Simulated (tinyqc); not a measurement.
Worked calculation: CCSD on RHF in the 3-21g basis, for H3+, spin multiplicity 1. One step of it, computed by the program tinyqc.

Problem. CCSD: starting amplitudes. t_ij^ab = <ij||ab> / (e_i + e_j - e_a - e_b), whose energy is MP2.

orbital energies (hartree): MO1 -1.125357, MO2 -0.207728, MO3 -0.202093, MO4 0.549090, MO5 0.835070, MO6 0.845105

Two-electron integrals over orbitals (pq|rs), unique and non-zero (hartree):
```
(11|11) 0.613787    (21|11) -0.000059   (21|21) 0.101350    (22|11) 0.471770
(22|21) 0.001759    (22|22) 0.448511    (31|11) 0.001575    (31|21) 1.29e-07
(31|22) -0.046651   (31|31) 0.100238    (32|11) 3.25e-07    (32|21) -0.047528
(32|22) -0.000031   (32|31) -0.001726   (32|32) 0.038223    (33|11) 0.470873
(33|21) -0.001758   (33|22) 0.372577    (33|31) 0.046657    (33|32) 0.000031
(33|33) 0.446204    (41|11) 0.125554    (41|21) -0.000035   (41|22) 0.061795
(41|31) 0.000908    (41|32) 3.20e-07    (41|33) 0.061308    (41|41) 0.069711
(42|11) -0.000049   (42|21) -0.000136   (42|22) -0.000056   (42|31) -4.44e-08
(42|32) 0.001024    (42|33) 0.000020    (42|41) -0.000037   (42|42) 0.032564
(43|11) 0.001275    (43|21) -4.59e-08   (43|22) 0.001759    (43|31) -0.001130
(43|32) 0.000047    (43|33) -0.000801   (43|41) 0.000974    (43|42) 1.13e-07
(43|43) 0.033113    (44|11) 0.479091    (44|21) -0.000083   (44|22) 0.396817
(44|31) 0.002177    (44|32) 1.17e-06    (44|33) 0.397505    (44|41) 0.072604
(44|42) -0.000022   (44|43) 0.000548    (44|44) 0.409501    (51|11) 0.000014
(51|21) -0.072021   (51|22) -0.001342   (51|31) 2.67e-06    (51|32) 0.035639
(51|33) 0.001299    (51|41) 0.000024    (51|42) -0.032274   (51|43) 9.89e-07
(51|44) 0.000038    (51|51) 0.086595    (52|11) -0.140989   (52|21) -0.001305
(52|22) -0.091791   (52|31) 0.034659    (52|32) 0.000011    (52|33) -0.064331
(52|41) -0.065332   (52|42) -0.000548   (52|43) 0.014398    (52|44) -0.084541
(52|51) 0.001546    (52|52) 0.096393    (53|11) 0.000005    (53|21) 0.034834
(53|22) 0.000013    (53|31) 0.001270    (53|32) -0.013150   (53|33) -0.000006
(53|41) 2.07e-06    (53|42) 0.015023    (53|43) 0.000541    (53|44) 2.71e-06
(53|51) -0.040526   (53|52) -0.000025   (53|53) 0.024787    (54|11) 0.000050
(54|21) -0.092495   (54|22) -0.001657   (54|31) 2.83e-06    (54|32) 0.044606
(54|33) 0.001647    (54|41) 0.000036    (54|42) -0.006028   (54|43) 1.22e-07
(54|44) 0.000079    (54|51) 0.076425    (54|52) 0.001387    (54|53) -0.036821
(54|54) 0.099791    (55|11) 0.551158    (55|21) 0.002728    (55|22) 0.482841
(55|31) -0.070737   (55|32) -0.000065   (55|33) 0.399191    (55|41) 0.115932
(55|42) 0.000617    (55|43) -0.015957   (55|44) 0.447961    (55|51) -0.002781
(55|52) -0.161635   (55|53) 0.000057    (55|54) -0.002981   (55|55) 0.598651
(61|11) -0.000423   (61|21) -3.39e-06   (61|22) 0.036353    (61|31) -0.072094
(61|32) 0.001326    (61|33) -0.035241   (61|41) -0.000653   (61|42) -1.71e-06
(61|43) -0.032037   (61|44) -0.001023   (61|51) 4.48e-07    (61|52) -0.041405
(61|53) -0.001494   (61|54) 1.10e-06    (61|55) 0.073509    (61|61) 0.087784
(62|11) -0.000006   (62|21) 0.036176    (62|22) 0.000007    (62|31) 0.001318
(62|32) -0.013926   (62|33) -0.000013   (62|41) -3.45e-06   (62|42) 0.015317
(62|43) 0.000552    (62|44) -4.46e-06   (62|51) -0.041811   (62|52) -0.000020
(62|53) 0.023642    (62|54) -0.038189   (62|55) 0.000048    (62|61) -0.001542
(62|62) 0.025986    (63|11) -0.141210   (63|21) 0.001325    (63|22) -0.064788
(63|31) -0.035205   (63|32) -0.000011   (63|33) -0.090364   (63|41) -0.065756
(63|42) 0.000576    (63|43) -0.015123   (63|44) -0.085327   (63|51) -0.001508
(63|52) 0.048054    (63|53) 0.000019    (63|54) -0.001394   (63|55) -0.095898
(63|61) 0.040450    (63|62) 0.000025    (63|63) 0.095385    (64|11) -0.001362
(64|21) -4.95e-06   (64|22) 0.044576    (64|31) -0.092453   (64|32) 0.001647
(64|33) -0.044322   (64|41) -0.000941   (64|42) -3.88e-07   (64|43) -0.005675
(64|44) -0.002103   (64|51) 1.10e-06    (64|52) -0.037455   (64|53) -0.001368
(64|54) 2.09e-06    (64|55) 0.078669    (64|61) 0.077938    (64|62) -0.001418
(64|63) 0.037644    (64|64) 0.101257    (65|11) 9.26e-07    (65|21) -0.073547
(65|22) -0.000058   (65|31) -0.002624   (65|32) 0.042357    (65|33) 0.000057
(65|41) 1.24e-06    (65|42) -0.017657   (65|43) -0.000628   (65|44) 2.80e-06
(65|51) 0.073984    (65|52) 0.000050    (65|53) -0.033146   (65|54) 0.080046
(65|55) -0.000152   (65|61) 0.002696    (65|62) -0.034420   (65|63) -0.000049
(65|64) 0.002912    (65|65) 0.074482    (66|11) 0.554756    (66|21) -0.002729
(66|22) 0.402182    (66|31) 0.070829    (66|32) 0.000064    (66|33) 0.481444
(66|41) 0.118155    (66|42) -0.000692   (66|43) 0.017922    (66|44) 0.451997
(66|51) 0.002713    (66|52) -0.097598   (66|53) -0.000046   (66|54) 0.002963
(66|55) 0.458813    (66|61) -0.071762   (66|62) -0.000059   (66|63) -0.161558
(66|64) -0.078198   (66|65) 0.000150    (66|66) 0.600827
```

Give: Starting amplitudes; correlation energy.

Solution.

Starting amplitudes (spin orbitals 1a, 1b, ...; amplitudes related by a flip of all spins are not repeated):
```
from      to          t
1a 1b  2a 2b     -0.055
1a 1b  3a 3b     -0.054
1a 1b  2a 5b      0.025
1a 1b  3a 6b      0.025
1a 1b  6a 6b     -0.022
1a 1b  5a 5b     -0.022
1a 1b  4a 4b     -0.021
1a 1b  3a 4b  -3.49e-04
1a 1b  4a 6b   1.79e-04
1a 1b  2a 4b   1.33e-05
1a 1b  4a 5b  -6.63e-06
1a 1b  2a 6b   1.17e-06
1a 1b  3a 5b  -9.26e-07
1a 1b  5a 6b  -1.14e-07
```

correlation energy = -0.02356 hartree
